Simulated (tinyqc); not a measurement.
Spectrum around the gap: Franz-Keldysh effect at a direct gap.

Parabolic bands, vertical transitions, no excitons. For each hole band j: mr = me mj/(me + mj); joint density of states J_j(E) = (mr/c)^(3/2) sqrt(E - Eg)/(2 pi^2), both spins, c = hbar^2/2m0; averaged matrix element |e.p|^2 = m0 Ep/6; alpha_j(E) = 4 pi^2 alpha_f c Ep J_j/(3 nr E) in 1/angstrom (alpha_f the fine-structure constant, listed as alpha among the constants), times 1e8 for 1/cm.

In a field Fd (1 kV/cm = 1e-5 V/angstrom) the electro-optic energy of band j is th = (c (e Fd)^2/mr)^(1/3), and sqrt(E - Eg) in J_j is replaced by pi sqrt(th) [Ai'(b)^2 - b Ai(b)^2] with b = (Eg - E)/th; Ai is the Airy function.

Constants: hbar^2/2m0 = 3.80998211 eV angstrom^2; fine-structure constant alpha = 0.007297352564.

Inputs chosen for the exercise (near those of GaAs; shifted at random, so the results belong to these values and not to a real crystal): Eg = 1.388 eV (direct gap); me = 0.0696 m0 (electron mass); mhh = 0.515 m0 (heavy-hole mass); mlh = 0.085 m0 (light-hole mass); Ep = 25.9 eV (Kane energy); nr = 3.63 (refractive index); Fd = 62 kV/cm (uniform field).

Absorption (1/cm):

| E - Eg (eV) | alpha(0) | alpha(F) | change |
|---|---|---|---|
| -0.0720 | 0 | 2.193 | 2 |
| -0.0576 | 0 | 9.544 | 10 |
| -0.0432 | 0 | 37.59 | 38 |
| -0.0288 | 0 | 131.9 | 132 |
| -0.0144 | 0 | 404.9 | 405 |
| 0.0000 | 0 | 1065 | 1065 |
| 0.0144 | 3449 | 2349 | -1100 |
| 0.0288 | 4828 | 4246 | -582 |
| 0.0576 | 6692 | 7264 | 571 |
| 0.0720 | 7408 | 7433 | 24 |
| 0.0864 | 8036 | 7739 | -297 |
| 0.1152 | 9102 | 9235 | 133 |
| 0.1440 | 9985 | 1.002e+04 | 40 |

Give the missing row, E - Eg (eV) = 0.0432.

Computed row:
```
E - Eg (eV)  alpha(0)  alpha(F)  change
0.0432           5854      6176     322
```

At the gap alpha(F) = 1065 1/cm; 57.6 meV below it 9.54 1/cm remain, the tail falling as exp(-(4/3) b^(3/2)). Among the energies listed the largest rise is 1065 1/cm at E - Eg = 0.0 meV and the largest fall -1100 1/cm at 14.4 meV. It changes sign between 0.0 and 14.4 meV, between 28.8 and 43.2 meV, between 72.0 and 86.4 meV and between 86.4 and 115.2 meV; th is 28.8 meV for heavy holes and 33.7 meV for light holes.

(tinyqc, `OMP_NUM_THREADS=1 python tinyqc.py 1682107 1682108 out.jsonl`, Intel(R) Xeon(R) Processor @ 2.30GHz, 1 thread, shared host, about 0.01 s.)
